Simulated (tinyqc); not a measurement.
# Electron mobility in a silicon inversion layer, empirical terms and Matthiessen rule, step by step

Numbers from tinyqc (`OMP_NUM_THREADS=1 python tinyqc.py 2510057 2510058 out.jsonl`; about 0.01 s on one thread of a shared Intel Xeon 2.30GHz). Printed values are rounded.

Inversion layer of sheet density Ns on a uniformly doped body. The mobility terms are empirical power laws with prefactors chosen for the exercise; adding their inverses (Matthiessen) is itself an approximation.

Inputs (values chosen for the exercise); material values close to those of silicon:

| symbol | value | unit | meaning |
|---|---|---|---|
| T | 350 | K | temperature |
| Eg | 1.12 | eV | band gap |
| eps_r | 11.8 |  | relative permittivity of the semiconductor |
| Nc | 3.58e19 | cm^-3 | conduction-band density of states at T |
| Nv | 3.36e19 | cm^-3 | valence-band density of states at T |
| Nb | 5.7e17 | cm^-3 | body doping |
| Vsb | 1 | V | reverse body bias |
| eta | 0.5 |  | weight of the inversion charge in the effective field |
| Cox | 0.79 | uF/cm^2 | gate capacitance |
| Ap | 398 | cm^2/(V s) | phonon-limited mobility at 1 MV/cm and 300 K |
| As | 970 | cm^2/(V s) | roughness-limited mobility at 1 MV/cm |
| gs | 2 |  | exponent of the roughness term |
| Ac | 3600 | cm^2/(V s) | Coulomb prefactor |
| Nit | 3.2e11 | cm^-2 | charge at the interface |
| Ns | 6.8e11 | cm^-2 | inversion density |
| WL | 20 |  | ratio W/L |
| Vd | 0.01 | V | drain voltage |
| I | 3.44 | uA | measured linear current |

Constants: q = 1.602176634e-19 C, kB = 1.380649e-23 J/K, Vt = kB T/q, eps0 = 8.8541878128e-14 F/cm where lengths are in cm. Results are converted to the units shown.

## Depletion charge and effective field

ni = sqrt(Nc Nv) exp(-Eg/(2 Vt)), Eg in volts; Ndep = sqrt(2 eps0 eps_r Nb (2 Vt ln(Nb/ni) + Vsb)/q); E = q (Ndep + eta Ns)/(eps0 eps_r), in MV/cm.

ni = 2.99548e11 cm^-3
Ndep = 3.73066e12 cm^-2
E = 0.624231 MV/cm

The depletion charge gives 91.6 % of the field.

## Mobility terms and their sum

With t = T/(300 K): muC = Ac (Ns/1e12 cm^-2) t/(Nb/1e17 cm^-3 + Nit/1e11 cm^-2), muP = Ap E^(-1/3) t^(-1.75), muS = As E^(-gs); 1/mu is the sum of the inverses.

terms (cm^2/(V s)): Coulomb 320.899, phonon 355.586, roughness 2489.33
mu = 157.972 cm^2/(V s)
shares of 1/mu (%): Coulomb 49.2281, phonon 44.4259, roughness 6.34599

The Coulomb term limits most.

## Iteration 1: inversion density for the measured current

Ns at the start = 1e12 cm^-2

I = (W/L) q Ns mu Vd. E = q (Ndep + eta Ns)/(eps0 eps_r) in MV/cm. With t = T/(300 K): muC = Ac (Ns/1e12 cm^-2) t/(Nb/1e17 cm^-3 + Nit/1e11 cm^-2), muP = Ap E^(-1/3) t^(-1.75), muS = As E^(-gs); 1/mu is the sum of the inverses. Ns(new) = I/((W/L) q mu Vd).

E = 0.648766 MV/cm
mu = 185.130 cm^2/(V s)
Ns after iteration 1 = 5.79883e11 cm^-2

## Iteration 2: inversion density for the measured current

As before.

E = 0.616554 MV/cm
mu = 146.053 cm^2/(V s)
Ns after iteration 2 = 7.35036e11 cm^-2

## Course of the iteration: inversion density for the measured current

Stop when Ns changes by less than 1e5 cm^-2, or after 120 iterations.

Course of the iteration:
```
iteration  Ns (cm^-2)  |change| (cm^-2)
1          5.79883e11           4.20e11
2          7.35036e11           1.55e11
3          6.55789e11           7.92e10
4          6.91369e11           3.56e10
5          6.74334e11           1.70e10
6          6.82255e11            7.92e9
7          6.78520e11            3.74e9
8          6.80270e11            1.75e9
9          6.79448e11            8.22e8
...               ...               ...
13         6.79698e11            3.99e7
14         6.79716e11            1.87e7
15         6.79707e11            8.80e6
16         6.79712e11            4.13e6
17         6.79710e11            1.94e6
18         6.79711e11            9.10e5
19         6.79710e11            4.27e5
20         6.79710e11            2.01e5
21         6.79710e11            9.41e4
```

Converged in 21 iterations. At the end each change is about 0.47 times the one before, with alternating sign: linear convergence.

## Split C-V extraction

```
point  Vg (V)  Cgc (uF/cm^2)      I (uA)
0         0.2     7.60546e-4  6.79391e-7
1        0.25     0.00232663  6.36667e-6
2         0.3     0.00708858  5.93428e-5
3        0.35      0.0213329  5.44216e-4
4         0.4      0.0619364  0.00475906
5        0.45       0.163394   0.0366178
6         0.5       0.350939    0.212591
7        0.55       0.561017    0.801182
8         0.6       0.697168     1.97002
9        0.65       0.757111     3.58901
10        0.7       0.778961     5.45235
11       0.75       0.786364     7.42517
12        0.8       0.788810     9.43625
```

Q(Vg) is the trapezoid sum of Cgc from the first point (where Q is taken as 0); mu_eff = I/((W/L) Q Vd); mu_FE = (dI/dVg)/((W/L) Cox Vd) with a backward difference. Listed from point 4 on.

```
point  Q (uC/cm^2)  mu_eff (cm^2/(V s))  mu_FE (cm^2/(V s))
4       0.00310483              7.66395            0.533524
5       0.00873809              20.9529             4.03275
6        0.0215964              49.2189             22.2750
7        0.0443953              90.2327             74.5052
8        0.0758499              129.863             147.955
9         0.112207              159.928             204.935
10        0.150609              181.010             235.865
11        0.189742              195.665             249.724
12        0.229121              205.923             254.567
```

At the last point mu_FE is 24 % above mu_eff.
